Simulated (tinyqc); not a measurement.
Gas flow in a process chamber: flow regimes, conductance, effective pumping speed, pump-down, outgassing and purge: one step, computed by the program tinyqc.

Ideal gas, isothermal flow, a pump of constant speed at the end of a round pipe; process gas, volume gas and outgassing are given the same properties. 1 sccm = 101325 Pa x 1e-6 m^3/60 s x T/273.15 K.

Question. Purging a well-mixed chamber. With steady flow a contaminant decays as exp(-t/residence time); gas used = flow x time.

Inputs (values chosen for the exercise, modelled on oxygen near room temperature): temperature T = 350 K; process gas flow = 16 sccm.

residence time = 0.2507480 s

Give: time to dilute 1e3 times; time to dilute 1e6 times; gas used for 1e6.

Answer.

time to dilute 1e3 times = 1.732 s

time to dilute 1e6 times = 3.464 s

gas used for 1e6 = 0.9238 standard cm^3
